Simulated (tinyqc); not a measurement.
Sputter depth profiling of a dopant layer: erosion rate, quantification and the mixing-roughness response. Changing the level that defines the junction C_B. Computed by tinyqc, a small Python program. Command: `OMP_NUM_THREADS=1 python tinyqc.py 3018422 3018423 out.jsonl sims sweep`. One thread of a shared host (Intel(R) Xeon(R) Processor @ 2.30GHz), about 0.2 s of CPU time with the checks.

A rastered ion beam erodes silicon (49.94 atoms per nm^3). The measured profile is the true one convolved with a depth response.

Inputs (values chosen for the exercise, modelled on a dopant in silicon under an oxygen or caesium beam): beam energy E = 2.7 keV; beam current = 140 nA; raster side = 300 um; sputter yield at 1 keV = 0.68; mixing length at 1 keV = 2.2 nm; roughness sigma = 1.6 nm; depth of the top edge z0 = 33 nm; box width b = 9.5 nm; box concentration C = 2.1e+19 1/cm^3; relative sensitivity factor RSF = 9.9e+21 1/cm^3; matrix count rate = 520000 1/s; background count rate = 2.3 1/s; counting time per point = 0.5 s.

True profile: box.

Constants: e = 1.602176634e-19 C.

Method:
- Scaling chosen for the exercise: yield Y = Y1 E^0.5, mixing length w = w1 E^0.5 (E in keV).
- Erosion rate = Y I/(e x raster^2 x density); depth step = rate x counting time; concentration = RSF x counts/matrix counts; detection limit = RSF x 3 sqrt(background x time)/(matrix rate x time).
- Mixing alone turns a layer at z0 into (1/w) exp(-(z - z0 + w)/w) for z > z0 - w; roughness adds a Gaussian of width sigma. With x = z - z0 + w: g(x) = (1/(2w)) exp(sigma^2/(2 w^2) - x/w) erfc((sigma/w - x/sigma)/sqrt2), and its integral G(x) = (1/2) erfc(-x/(sigma sqrt2)) - w g(x). Measured: C [G(x) - G(x - b)].
- Find the maximum, the full width at half maximum and the deep point where the profile falls to C_B; far down, the trailing edge decays by w ln(10) per decade.

One run for each value:
```
level that defines the junction C_B (1/cm^3)  apparent junction depth (nm)
1.00e+15                                                            74.945
3.00e+15                                                            70.974
1.00e+16                                                            66.622
3.00e+16                                                            62.650
1.00e+17                                                            58.298
3.00e+17                                                            54.326
1.00e+18                                                            49.974
3.00e+18                                                            46.003
```

Describe and explain the trends.

Over the rows, apparent junction depth (nm) falls from 74.9 to 46.0 (exponent d ln y / d ln x -0.050 between the first rows and -0.075 between the last). Each decade down in C_B adds w ln(10) = 8.32 nm in the exponential tail. Left out: 1.00e19 (the peak is near the junction level, or the box is flat-topped).

Caution (rows 1.00e15, 3.00e15, 1.00e16, 3.00e16, 1.00e17): C_B lies below the detection limit, so this point could not be measured.

Extremes, crossings and ranges named in words are read from the listed rows.
